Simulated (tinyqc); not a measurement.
Slater-Koster d bands of a bcc metal, step by step. Values are carried at full precision from step to step, so a last printed digit may differ when a step is redone from the rounded ones.

Slater-Koster d bands. For a bond with direction cosines (l, m, n) the 5 x 5 block is dds Ps + ddp Pp + ddd (1 - Ps - Pp), the projectors on sigma, pi and delta states about the bond; for instance <xy|xy> = 3 l^2 m^2 dds + (l^2 + m^2 - 4 l^2 m^2) ddp + (n^2 + l^2 m^2) ddd, <xy|yz> = 3 l m^2 n dds + l n (1 - 4 m^2) ddp + l n (m^2 - 1) ddd and <3z2-r2|3z2-r2> = (n^2 - (l^2 + m^2)/2)^2 dds + 3 n^2 (l^2 + m^2) ddp + (3/4)(l^2 + m^2)^2 ddd. H(k) sums the blocks times cos(k.R) over the neighbours; the d level is the zero of energy; k in 2 pi/a.

Values chosen for the exercise (of the size met in Fe; the results hold for these values, not for the real material): dds = -0.705 eV (dd sigma); ddp = 0.444 eV (dd pi); ddd = -0.12 eV (dd delta); f2 = 0.487 (factor on all three integrals for second neighbours); Es = 4.1 eV (s level); sss = -0.87 eV (ss sigma); sds = -0.88 eV (sd sigma); k = (0.34, 0.21, 0.11) 2 pi/a (wave vector); Nd = 7 (d electrons per atom).

## The block of one bond

Direction (1,1,1)/sqrt3; its eigenvalues must be dds once, ddp twice and ddd twice.

block (eV):
```
             xy       yz       zx    x2-y2   3z2-r2
xy      -0.1897  -0.2577  -0.2577        0  -0.2171
yz      -0.2577  -0.1897  -0.2577  -0.1880   0.1085
zx      -0.2577  -0.2577  -0.1897   0.1880   0.1085
x2-y2         0  -0.1880   0.1880   0.2560        0
3z2-r2  -0.2171   0.1085   0.1085        0   0.2560
```

## Levels at Gamma

Neighbours: eight at (a/2)(1,1,1) and equivalents, and six at a(1,0,0) and equivalents with the integrals times f2.

Summing the blocks at k = 0 gives E(t2g) = (8/3) dds + (16/9) ddp + (32/9) ddd + f2 (4 ddp + 2 ddd), E(eg) = (16/3) ddp + (8/3) ddd + f2 (3 dds + 3 ddd).

levels (eV): t2g (threefold) -0.7693, eg (twofold) 0.8427

The t2g level lies lower, by 1.6120 eV.

## The Hamiltonian at one k

An s orbital at Es couples to nearest neighbours alone: <s|s> = sss, <s|xy> = sqrt3 l m sds (cyclic), <s|x2-y2> = (sqrt3/2)(l^2 - m^2) sds, <s|3z2-r2> = (n^2 - (l^2 + m^2)/2) sds.

Sum over the neighbours.

H(k) (eV):
```
             s       xy       yz       zx    x2-y2   3z2-r2
s       1.6072   2.0540   0.4065   0.9533        0        0
xy      2.0540  -0.7577   0.4835   0.2062        0   0.8776
yz      0.4065   0.4835  -0.0401   1.0417   0.1504  -0.0869
zx      0.9533   0.2062   1.0417  -0.4710  -0.3528  -0.2037
x2-y2        0        0   0.1504  -0.3528   0.7997  -0.1936
3z2-r2       0   0.8776  -0.0869  -0.2037  -0.1936   0.2789
```

## Levels and character

Diagonalise H; t2g is xy, yz, zx and eg the other two.

levels (eV): -2.2897  -1.3617  0.1062  0.7462  0.9118  3.3042

weights:
```
     band 1  band 2  band 3  band 4  band 5  band 6
s     0.206   0.001   0.162   0.005   0.005   0.622
t2g   0.728   0.909   0.501   0.460   0.037   0.365
eg    0.066   0.091   0.337   0.535   0.958   0.014
```

## Levels at points of symmetry

Coordinates: G (0, 0, 0), H (1, 0, 0), N (0.5, 0.5, 0), P (0.5, 0.5, 0.5); the others lie half way.

Levels (eV):

| k | band 1 | band 2 | band 3 | band 4 | band 5 | band 6 |
|---|---|---|---|---|---|---|
| G | -2.860 | -0.769 | -0.769 | -0.769 | 0.843 | 0.843 |
| G-H 0.5 | -0.972 | -0.117 | -0.117 | 0.168 | 0.982 | 4.100 |
| H | -3.253 | -3.253 | 2.265 | 2.265 | 2.265 | 11.060 |
| N | -3.870 | -1.944 | 0.356 | 0.972 | 2.178 | 6.463 |
| P | -0.748 | -0.748 | -0.748 | 1.205 | 1.205 | 4.100 |
| P-G 0.5 | -1.518 | -1.518 | -1.235 | 0.976 | 0.976 | 3.795 |
| G-N 0.5 | -2.477 | -1.357 | 0.378 | 0.704 | 0.907 | 2.180 |

On these points the bands run from -3.870 (N) to 11.060 eV (H).

## Second moment and the rectangular band

mu2 = z (dds^2 + 2 ddp^2 + 2 ddd^2)/5 per orbital, with z = 8 + 6 f2^2. A rectangular band with the same mu2 has width W = sqrt(12 mu2), Fermi level W (Nd/10 - 1/2) and bond energy -W Nd (10 - Nd)/20 (Friedel).

mu2 = 1.7340 eV^2
W = 4.5616 eV
Fermi level = 0.9123 eV
bond energy per atom = -4.7897 eV

The bond energy is the attractive part alone; the repulsion between atoms, left out, cancels a large share of it in the cohesive energy.

## Checks

- Levels at Gamma from the formulas against H(0): they agree to 1e-10 or better.
- Second moment from the formula against the mean square level on the mesh: both 1.73402.

Program tinyqc; command `OMP_NUM_THREADS=1 python tinyqc.py 1480294 1480295 out.jsonl`; about 0.05 s on one thread of a shared Intel(R) Xeon(R) Processor @ 2.30GHz.
